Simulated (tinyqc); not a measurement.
Worked calculation: Hubbard chain of 3 sites. One step of it, computed by the program tinyqc.

Problem. Mean-field iteration 3. H(up) = T + U n(down), H(down) = T + U n(up); fill the lowest levels; n(new) = n + mixing (n(out) - n); E = tr T (rho up + rho down) + U sum n_up n_down of the output.

one-body matrix (hopping and site energies) (eV):
```
           1          2          3
1   0.000000  -1.170000   0.000000
2  -1.170000   0.000000  -1.170000
3   0.000000  -1.170000   0.000000
```

U = 6.000000 eV

electrons, up and down: 2  2

mixing = 0.200000

n(up) after iteration 2: 1 0.953322, 2 0.285996, 3 0.953322

n(down) after iteration 2: 1 0.437545, 2 0.933550, 3 0.437545

Give: levels, up; levels, down; energy; n(up) after iteration 3; n(down) after iteration 3.

Solution.

levels, up (eV): 1.8880  2.6253  6.3386

levels, down (eV): 1.1207  5.7199  6.3152

energy = 4.7293 eV

n(up) after iteration 3: 1 0.9461, 2 0.2619, 3 0.9461

n(down) after iteration 3: 1 0.4615, 2 0.9239, 3 0.4615
